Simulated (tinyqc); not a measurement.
# On-chip interconnect, size-dependent resistivity and RC delay, step by step

Computed by the program tinyqc: `OMP_NUM_THREADS=1 python tinyqc.py 2100139 2100140 out.jsonl`, one thread of a shared Intel Xeon 2.30GHz, about 0.01 s for the whole run. Printed values are rounded.

A rectangular line between two neighbours and two ground planes. Surface and grain-boundary scattering are added to the bulk resistivity as corrections; capacitances are parallel-plate values without fringing; inductance is ignored.

Inputs (values chosen for the exercise); metal values close to those of copper: bulk resistivity rho0 = 1.7 uohm cm; bulk mean free path lam = 39.9 nm; specular share of surface scattering ps = 0.2; reflection coefficient of grain boundaries Rg = 0.56; grain size over the metal width gr = 0.7; drawn line width wd = 27 nm; aspect ratio, height over width AR = 2; liner on both walls and the bottom, not conducting tl = 1.6 nm; space to the neighbouring lines sp = 32 nm; dielectric height to the planes above and below hd = 41 nm; relative permittivity of the dielectric ek = 2.7; Miller factor of the neighbours Mf = 1; line length Lw = 25 um; driver resistance Rd = 1800 ohm; load capacitance Cl = 0.08 fF; time step dt = 1.2 ps.

Constants: eps0 = 8.8541878128e-12 F/m. Results are converted to the units shown.

Range of the model: The metal width is under the mean free path, where the thick-limit surface term and the simple sum of corrections lose accuracy.

## Resistivity, resistance and capacitance per length

Metal width x = wd - 2 tl, height y = AR wd - tl; grain boundaries (Mayadas-Shatzkes): al = (lam/(gr x)) Rg/(1 - Rg), g = 1/[1 - 3 al/2 + 3 al^2 - 3 al^3 ln(1 + 1/al)] - 1; surfaces (Fuchs-Sondheimer, thick limit): s = (3/8) lam (1 - ps)(1/x + 1/y); rho = rho0 (1 + g + s); r = rho/(x y); c = eps0 ek (2 wd/hd + 2 Mf AR wd/sp).

x = 23.8 nm
y = 52.4 nm
al = 3.04813
g = 4.12114
s = 0.731376
rho = 9.94927 uohm cm
r = 79.7780 ohm/um
c = 0.112170 fF/um

rho is 5.85 times the bulk value; grain boundaries add more (4.12 against 0.731). The liner takes 14.5 % of the cross-section.

## Ladder and Elmore delays

7 equal pi sections: series Rs = r Lw/7; node capacitances c Lw/7, halved at nodes 0 and 7, with Cl added to node 7; Rd feeds node 0. Elmore delay of node k: the sum, over the resistors on the path to k, of resistance times all capacitance downstream of it.

Rs = 284.921 ohm

```
node    C (fF)  Elmore delay (ps)
0     0.200304            5.19166
1     0.400608            5.95637
2     0.400608            6.60694
3     0.400608            7.14338
4     0.400608            7.56566
5     0.400608            7.87381
6     0.400608            8.06782
7     0.280304            8.14768
```

The far-end value equals Rd (c Lw + Cl) + r Lw (c Lw/2 + Cl) for any number of pi sections; the line resistance contributes 36.3 % of it.

## Step 1: node voltages after a time step

v at t = 0, node 0 to 7 (V): 0  0  0  0  0  0  0  0

A 1 V step is applied behind Rd at t = 0. C dv/dt = -G v + b, with G the conductance matrix of the ladder (1/Rs between neighbours, 1/Rd added at node 0) and b = (1 V/Rd, 0, ...). Backward Euler step: (C/dt + G) v(new) = (C/dt) v + b.

v at t = 1 dt, node 0 to 7 (V): 0.341918  0.254012  0.190267  0.144620  0.112729  0.091560  0.079100  0.074164

## Step 2: node voltages after a time step

As before.

v at t = 2 dt, node 0 to 7 (V): 0.468884  0.390853  0.325837  0.273716  0.233875  0.205557  0.188082  0.180974

## Course in time

A 1 V step is applied behind Rd at t = 0. C dv/dt = -G v + b, with G the conductance matrix of the ladder (1/Rs between neighbours, 1/Rd added at node 0) and b = (1 V/Rd, 0, ...). Backward Euler step: (C/dt + G) v(new) = (C/dt) v + b. The last column solves the same ladder exactly by its modes.

Voltages (V):
```
t (ps)  node 0  node 3  node 7  node 7, exact
1.200   0.3419  0.1446  0.0742         0.0568
2.400   0.4689  0.2737  0.1810         0.1886
3.600   0.5525  0.3797  0.2892         0.3109
4.800   0.6182  0.4685  0.3874         0.4156
6.000   0.6730  0.5441  0.4734         0.5044
7.200   0.7195  0.6087  0.5478         0.5798
8.400   0.7592  0.6641  0.6117         0.6437
9.600   0.7933  0.7117  0.6667         0.6978
10.80   0.8226  0.7525  0.7139         0.7438
12.00   0.8477  0.7876  0.7544         0.7827
13.20   0.8693  0.8176  0.7891         0.8158
14.40   0.8878  0.8435  0.8190         0.8438
```

The far end of the ladder reaches 0.5 V at 5.935 ps, 0.728 of its Elmore delay (ln 2 = 0.693 for a single pole); the slowest mode has a time constant of 7.276 ps. The largest error of the backward Euler steps at that node is 32 mV.
